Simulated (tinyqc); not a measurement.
A log to judge: collinear exchange A + BC -> AB + C on a London-Eyring-Polanyi-Sato surface: saddle, string of images and rate. Computed by tinyqc. Command: `OMP_NUM_THREADS=1 python tinyqc.py 3112879 3112880 out.jsonl leps walk`. One thread of a shared host (Intel(R) Xeon(R) Processor @ 2.30GHz), about 0.6 s of CPU time with the checks.

x = r(AB), y = r(BC), r(AC) = x + y. V is counted from separated atoms, the barrier from A + BC, that is V + D(BC).

Inputs (values chosen for the exercise, bond data loosely for abstraction of hydrogen from a Si-H bond by a hydrogen atom; the barrier is not fitted):

| quantity | value | unit |
|---|---|---|
| D(AB) | 4.72 | eV |
| r0(AB) | 0.742 | angstrom |
| beta(AB) | 1.94 | 1/angstrom |
| D(BC) | 4.1 | eV |
| r0(BC) | 1.48 | angstrom |
| beta(BC) | 1.52 | 1/angstrom |
| D(AC) | 4.08 | eV |
| r0(AC) | 1.48 | angstrom |
| beta(AC) | 1.52 | 1/angstrom |
| Sato parameter S | 0.03 | - |
| step of the string | 0.2 | angstrom^2/eV |

Method. For each pair, with u = exp(-beta (r - r0)): Q = D [(3 + S) u^2 - (2 + 6 S) u]/(4 (1 + S)), J = D [(1 + 3 S) u^2 - (6 + 2 S) u]/(4 (1 + S)); V = Q1 + Q2 + Q3 - sqrt(((J1 - J2)^2 + (J2 - J3)^2 + (J3 - J1)^2)/2). String of 9 images between the fixed ends (r0(AB) + 2, r0(BC)) and (r0(AB), r0(BC) + 2), started on the two straight legs through (r0(AB) + 0.3, r0(BC) + 0.3): each iteration moves the inner images by -step x gradient (central differences) and spaces them evenly again along the broken line (coordinates are kept between 0.2 and 8 angstrom); stop when no coordinate changes by more than 1e-5 angstrom, at most 400 iterations.

Course:

| iteration | highest inner image above A + BC (eV) | largest move (angstrom) |
|---|---|---|
| 1 | 10.7605 | 0.62794 |
| 2 | 3.5787 | 7.73594 |
| 3 | 3.5876 | 2.96096 |
| 4 | 3.4960 | 0.75677 |
| 5 | 3.3558 | 0.38573 |
| 6 | 3.1472 | 1.09880 |
| 7 | 2.8891 | 0.80107 |
| ... | ... | ... |
| 394 | 3.0699 | 0.78675 |
| 395 | 2.7298 | 0.78301 |
| 396 | 2.3056 | 0.59823 |
| 397 | 2.2406 | 1.07889 |
| 398 | 3.0095 | 1.52644 |
| 399 | 1.8069 | 0.61445 |
| 400 | 3.4427 | 2.11404 |

Images at the end:

| image | x (angstrom) | y (angstrom) | V + D(BC) (eV) |
|---|---|---|---|
| 0 | 2.74200 | 1.48000 | 0.03475 |
| 1 | 4.15643 | 2.67701 | 2.87995 |
| 2 | 5.50265 | 1.53527 | 0.02689 |
| 3 | 4.58796 | 3.11164 | 3.44273 |
| 4 | 2.98107 | 2.15658 | 1.70765 |
| 5 | 2.28307 | 1.48274 | 0.08261 |
| 6 | 3.92581 | 2.38161 | 2.28432 |
| 7 | 2.53888 | 2.95297 | 3.27942 |
| 8 | 0.74200 | 3.48000 | -0.56280 |

Can the last value be used, and what does the course show?

No. Not converged in 400 iterations: the residual falls unevenly, on average by a factor of about 0.86 a step. The step exceeds 2/k = 0.056 angstrom^2/eV for the stiffer bond (k = 2 D beta^2), the limit of plain descent. Reruns converge with step of the string = 0.01; or with step of the string = 0.02.
